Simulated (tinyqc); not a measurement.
# MOS inversion layer, Poisson-Schroedinger loop: effect of the sheet density of depletion charge

Electrons confined at an insulator interface at z = 0, treated as a hard wall; parabolic valleys, Hartree approximation, no image or exchange terms. The depletion charge lies far deeper than the electrons and gives a uniform field q Nd/(eps0 eps_r); the gate balances all charge. Energies are counted from the band edge at the interface.

Schroedinger equation -(C/mz) psi'' + (V0 + U + dE for set B) psi = E psi, C = hbar^2/(2 m0), psi(0) = 0, on a uniform mesh of 800 nodes with a far wall at 40 nm, 8 levels a set; V0 = q Nd z/(eps0 eps_r); dU/dz = q (Ns - integral of n from 0 to z)/(eps0 eps_r), U(0) = 0; N_k = g md m0 q Vt/(pi hbar^2) ln(1 + exp((EF - E_k)/Vt)), g the number of valleys of the set, sum N_k = Ns. Triangular well: E_k = a_k (C F^2/mz)^(1/3), a_1 = 2.338107, a_2 = 4.087949, C = hbar^2/(2 m0), F in eV/nm. Fang-Howard (all electrons in the lowest level of set A): b^3 = 6 (mz1/C) q (Nd + 11 Ns/32)/(eps0 eps_r), centroid 3/b, level C b^2/(4 mz1) + (3/b) q (Nd + 11 Ns/16)/(eps0 eps_r). The centroid adds 3.9 z_av/eps_r to an oxide-equivalent thickness.

Values chosen for this exercise; masses and permittivity close to those of silicon (100):
- T = 77 K (temperature)
- eps_r = 11.7 (relative permittivity)
- mz1 = 0.931 m0 (mass along z of valley set A (2 valley(s)))
- md1 = 0.192 m0 (in-plane density-of-states mass of set A)
- mz2 = 0.19 m0 (mass along z of valley set B (4 valley(s)))
- md2 = 0.412 m0 (in-plane density-of-states mass of set B)
- Ns = 1.7e12 cm^-2 (sheet density of electrons)
- dE = 0 eV (extra shift of set B (strain))

Constants: q = 1.602176634e-19 C, kB = 1.380649e-23 J/K, hbar = 1.054571817e-34 J s, m0 = 9.1093837015e-31 kg, Vt = kB T/q, eps0 = 8.8541878128e-14 F/cm where lengths are in cm, hbar^2/(2 m0) = 0.0380998212 eV nm^2. Results are converted to the units shown.

Results:
columns A: Nd (cm^-2); B: A1 (meV); C: B1 (meV); D: EF (meV); E: share of A1 (%); F: share of set A (%); G: centroid z_av (nm); H: added oxide equivalent (nm); I: Fang-Howard centroid (nm)
```
A          B     C     D     E     F     G      H     I
1e11    65.1  89.0  70.9  76.8  81.8  3.11   1.04  2.59
1.7e11  66.8  91.9  73.1  80.0  84.1  2.85  0.949  2.51
3.1e11  70.2  98.1  77.3  85.5  88.4  2.52  0.839  2.37
9.4e11  85.8   127  94.6  97.6  98.0  1.89  0.631  1.98
1.6e12   102   156   111  99.7  99.7  1.66  0.552  1.76
2.9e12   130   207   139   100   100  1.42  0.472  1.51
5e12     170   277   179   100   100  1.21  0.404  1.29
```

Estimate the missing row, Nd = 5.3e11 cm^-2.

Computed row:
columns A: Nd (cm^-2); B: A1 (meV); C: B1 (meV); D: EF (meV); E: share of A1 (%); F: share of set A (%); G: centroid z_av (nm); H: added oxide equivalent (nm); I: Fang-Howard centroid (nm)
```
A          B    C     D     E     F     G      H     I
5.3e11  75.7  108  83.7  92.0  93.4  2.20  0.734  2.20
```

With this row back in the table: As Nd goes from 1e11 to 5e12, A1 rises from 65.1 to 170 meV, the share of A1 rises from 76.8 to 100 % and the centroid falls from 3.11 to 1.21 nm. A1 goes as Nd^(0.50) between the last two rows (a triangular well in the field of that charge alone gives 2/3). The Fang-Howard centroid is 17 % below the full one in the first row, where A1 holds 76.8 %, and 6.3 % above it in the last, where A1 holds 100 %.

Computed by the program tinyqc: `OMP_NUM_THREADS=1 python tinyqc.py 2160072 2160073 out.jsonl`, one thread of a shared Intel Xeon 2.30GHz, about 0.9 s for the whole run.
